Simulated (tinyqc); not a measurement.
Inside a calculation. Model: rapid thermal processing of a wafer: radiative balance, ramp and cooling, pattern effects, pyrometer error and spike budget. Computed by tinyqc, a small Python program that keeps every step. Command: `OMP_NUM_THREADS=1 python tinyqc.py 3110127 3110128 out.jsonl rtp walk`. One thread of a shared host (Intel(R) Xeon(R) Processor @ 2.30GHz), about 0.04 s of CPU time with the checks. Intermediate numbers are printed to about 5 digits and carried at full precision; extremes and crossings named in words are read from the listed rows.

The wafer is opaque and uniform through its thickness unless said otherwise; temperatures in formulas are in kelvin (C + 273.15). sigma = 5.670374419e-12 W/(cm^2 K^4).

Inputs (values chosen for the exercise, modelled on a hot silicon wafer):

| quantity | value | unit |
|---|---|---|
| wafer thickness d | 725 | micrometre |
| heat capacity per volume C | 2.03 | J/(cm^3 K) |
| thermal conductivity k | 0.23 | W/(cm K) |
| emissivity eps of each face | 0.71 | - |
| reflectivity of the chamber walls r | 0.31 | - |
| gas heat-transfer coefficient h, both faces together | 4.1 | mW/(cm^2 K) |
| wall temperature T_w | 350 | K |
| process temperature | 609 | C |
| starting temperature | 500 | C |
| ramp rate | 220 | K/s |
| relative change of absorptivity over a pattern | 8.7 | % |
| period of the pattern | 3.6 | mm |
| pyrometer wavelength | 3.8 | micrometre |
| error of the assumed emissivity | 2 | % |
| activation energy of the process E_a | 3.46 | eV |

Constants: k_B = 8.617333262e-05 eV/K; h = 6.62607015e-34 J s; c = 299792458 m/s; k_B = 1.380649e-23 J/K.

## Power to hold and to ramp

Effective emissivity between parallel grey plates: eps_eff = 1/(1/eps + 1/(1 - r) - 1). Loss per area q(T) = 2 eps_eff sigma (T^4 - T_w^4) + h (T - T_w). Absorbed power during a ramp = q(T) + C d x ramp rate; thermal time constant tau = C d/(dq/dT), dq/dT = 8 eps_eff sigma T^3 + h; natural cooling rate q/(C d); front-to-back difference under one-sided heating at the end of the ramp = (absorbed power) d/(2 k).

eps_eff = 0.53829

holding power q = 5.7870 W/cm^2

power at the end of the ramp = 38.166 W/cm^2

dq/dT = 20.863 mW/(cm^2 K)

time constant tau = 7.0544 s

natural cooling rate = 39.321 K/s

front-to-back difference = 6.0152 K

Radiation carries 62 % of the loss. The ramp needs 6.6 times the holding power.

## Cooling curve

Cooling with the lamps off: C d dT/dt = -q(T), integrated adaptively (relative tolerance 1e-10).

Lamps off at t = 0:

| t (s) | T (C) | cooling rate (K/s) |
|---|---|---|
| 0.71 | 582.41 | 35.686 |
| 1.40 | 558.85 | 32.681 |
| 2.80 | 516.69 | 27.774 |
| 4.90 | 464.31 | 22.439 |
| 7.10 | 419.54 | 18.474 |
| 11.00 | 357.42 | 13.752 |
| 18.00 | 279.92 | 8.915 |
| 28.00 | 210.51 | 5.371 |

The rate falls from 39.3 K/s at t = 0 to 5.37 K/s in the last row.

## Thermal budget of a spike

Spike anneal: linear ramp to the peak, then lamps off. Equivalent time at the peak = int exp(-(E_a/k_B)(1/T - 1/T_peak)) dt; estimate (k_B T^2/E_a)(1/ramp rate + 1/cooling rate). The ramp part uses 4000 trapezoid steps, the cooling part 4000 steps over 4 tau. Time within 50 K of the peak from the same curves.

equivalent time, ramp = 0.084354 s

equivalent time, cooling = 0.50558 s

equivalent time, total = 0.58993 s

estimate = 0.58100 s

time within 50 K of the peak = 1.6227 s

Cooling supplies 86 % of the budget.

## What a faster ramp buys

The formulas are those given above.

Against the ramp rate:

| ramp (K/s) | ramp part (s) | cooling part (s) | total (s) | power at the peak (W/cm^2) |
|---|---|---|---|---|
| 10 | 1.8558 | 0.50558 | 2.3614 | 7.26 |
| 25 | 0.7423 | 0.50558 | 1.2479 | 9.47 |
| 50 | 0.3712 | 0.50558 | 0.8767 | 13.15 |
| 100 | 0.1856 | 0.50558 | 0.6912 | 20.50 |
| 250 | 0.0742 | 0.50558 | 0.5798 | 42.58 |
| 500 | 0.0371 | 0.50558 | 0.5427 | 79.37 |
| 1000 | 0.0186 | 0.50558 | 0.5241 | 152.96 |

From 10 to 100 K/s the total falls by a factor 3.4, from 100 to 1000 K/s by 1.32: the cooling part, 0.506 s, is a floor, and the natural cooling rate here is 39.3 K/s.

## Pattern effect

At steady state a sinusoidal change of absorbed power of relative amplitude a and period p gives the temperature amplitude a q/(dq/dT + k d (2 pi/p)^2); healing length l = sqrt(k d/(dq/dT)); process change = E_a dT/(k_B T^2). Emissivity is taken as unchanged.

healing length l = 8.9402 mm

amplitude without lateral conduction = 24.133 K

amplitude = 0.098713 K

change of the process rate = 0.50932 %

Lateral conduction cuts the amplitude to 0.41 %, since p/(2 pi l) = 0.064.

## Pyrometer error

Signal proportional to eps/(exp(c2/(lambda T)) - 1), c2 = h c/k_B. If the assumed emissivity is too high by the given error, the reading T' solves (1 + error)/(exp(c2/(lambda T')) - 1) = 1/(exp(c2/(lambda T)) - 1). Wien estimate: T' - T = -lambda T^2 ln(1 + error)/c2. Process rates go as exp(-E_a/(k_B T)).

c2 = 14388 micrometre K

c2/(lambda T) = 4.2921

reading less true temperature = -3.9967 K

Wien estimate = -4.0700 K

rate at T over rate at T', less 1 = 23.017 %

Caution: below about 600 C lightly doped silicon is partly transparent at this wavelength, so its emissivity is not yet the hot value early in the ramp.

Checks made by the program: cooling time against quadrature of C d dT/q (relative difference 4e-08).
